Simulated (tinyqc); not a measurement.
Inputs raised by 2 %, one at a time: surface photovoltage measurement of the minority-carrier diffusion length in a wafer. Computed by tinyqc, a small Python program. Command: `OMP_NUM_THREADS=1 python tinyqc.py 3130577 3130578 out.jsonl spv sens`. One thread of a shared host (Intel(R) Xeon(R) Processor @ 2.30GHz), about 0.02 s of CPU time with the checks.

Low injection, steady light, a depletion layer much thinner than 1/alpha and L. The excess density dn is taken at the front edge of the neutral region; light that reaches the back is lost.

Inputs (values chosen for the exercise, modelled on p-type silicon at room temperature):

| quantity | value | unit |
|---|---|---|
| diffusion length L | 360 | micrometre |
| wafer thickness W | 300 | micrometre |
| diffusivity D | 33.7 | cm^2/s |
| front recombination velocity S_f | 1100 | cm/s |
| back recombination velocity S_b | 510000 | cm/s |
| photon flux entering | 8.4e+11 | 1/(cm^2 s) |
| minority density at the surface barrier scale n_0 | 1.1e+09 | 1/cm^3 |
| temperature T | 298 | K |
| wavelength | 921 | nm |
| relative noise of each reading | 0.2 | % |
| diffusion length after pair splitting over L | 0.7 | - |
| iron factor C | 1.08e+16 | micrometre^2/cm^3 |

normal deviates g for the noise: -0.51  -1.36  0.56  0.89  1.12  0.91  1.08

Constants: k_B = 8.617333262e-05 eV/K.

Method:
- alpha = (84.732/lambda - 76.417)^2 per cm with lambda in micrometre (an empirical fit for silicon between 0.7 and 1.05 micrometre).
- Thick wafer: dn = Phi L/((S_f + D/L)(L + 1/alpha)). Finite wafer, with s = S_b L/D, w = W/L, a = alpha L: dn = [Phi a/(a^2 - 1)] [a - B - exp(-alpha W)(a - s)/(cosh w + s sinh w)]/(S_f + B D/L), B = (sinh w + s cosh w)/(cosh w + s sinh w).
- Photovoltage V = (k_B T/e) ln(1 + dn/n_0). Lifetime = L^2/D.
- Readings y = (Phi/dn) (1 + noise x g) at 780, 830, 880, 920, 950, 975 and 995 nm; a least-squares line y = c (1/alpha + L_app) gives L_app = intercept/slope.
- Splitting iron-boron pairs in boron-doped silicon shortens L; with nothing else changing, [Fe] = C (1/L_after^2 - 1/L^2). It is evaluated with the true lengths and with the apparent ones (without noise), which differ when the wafer is not thick against L.

Runs:

| input moved | from | to | dn, finite wafer (1/cm^3) | apparent length L_app (micrometre) | photovoltage V (mV) | [Fe] from the apparent lengths (1/cm^3) |
|---|---|---|---|---|---|---|
| base run | - | - | 2.869e+08 | 174.2 | 5.952 | 6.394e+10 |
| diffusion length L (micrometre) | 360 | 367.2 | 2.882e+08 | 174.8 | 5.976 | 6.131e+10 |
| wafer thickness W (micrometre) | 300 | 306 | 2.897e+08 | 177.9 | 6.003 | 6.412e+10 |
| diffusivity D (cm^2/s) | 33.7 | 34.374 | 2.838e+08 | 174.2 | 5.894 | 6.394e+10 |
| front recombination velocity S_f (cm/s) | 1100 | 1122 | 2.844e+08 | 174.2 | 5.905 | 6.394e+10 |
| back recombination velocity S_b (cm/s) | 510000 | 520200 | 2.869e+08 | 174.2 | 5.952 | 6.394e+10 |
| photon flux entering (1/(cm^2 s)) | 8.4e+11 | 8.568e+11 | 2.927e+08 | 174.2 | 6.058 | 6.394e+10 |
| wavelength (nm) | 921 | 939.42 | 2.733e+08 | 174.2 | 5.698 | 6.394e+10 |

Exponents ln(y'/y) / ln(x'/x):

| input | dn, finite wafer | apparent length L_app | photovoltage V | [Fe] from the apparent lengths |
|---|---|---|---|---|
| diffusion length L | 0.233 | 0.168 | 0.208 | -2.120 |
| wafer thickness W | 0.485 | 1.062 | 0.433 | 0.149 |
| diffusivity D | -0.556 | 0.002 | -0.497 | 0.000 |
| front recombination velocity S_f | -0.448 | 0.000 | -0.400 | 0.000 |
| back recombination velocity S_b | -0.001 | -0.002 | -0.001 | 0.000 |
| photon flux entering | 1.000 | 0.000 | 0.892 | 0.000 |
| wavelength | -2.460 | 0.000 | -2.201 | 0.000 |

Among the inputs moved here: dn, finite wafer answers most in size to wavelength (exponent -2.460), next to photon flux entering (+1.000). Apparent length L_app answers most in size to wafer thickness W (exponent +1.062), next to diffusion length L (+0.168); its exponent is below 0.0005 for front recombination velocity S_f, photon flux entering, wavelength. Its exponent 0.000 in front recombination velocity S_f: S_f scales all readings alike. Photovoltage V answers most in size to wavelength (exponent -2.201), next to photon flux entering (+0.892). [Fe] from the apparent lengths answers most in size to diffusion length L (exponent -2.120), next to wafer thickness W (+0.149); its exponent is below 0.0005 for diffusivity D, front recombination velocity S_f, back recombination velocity S_b, photon flux entering, wavelength.

Caution (all rows): dn is not small against n_0, so V is not linear in the flux; the constant-flux reading then needs dn, not V.
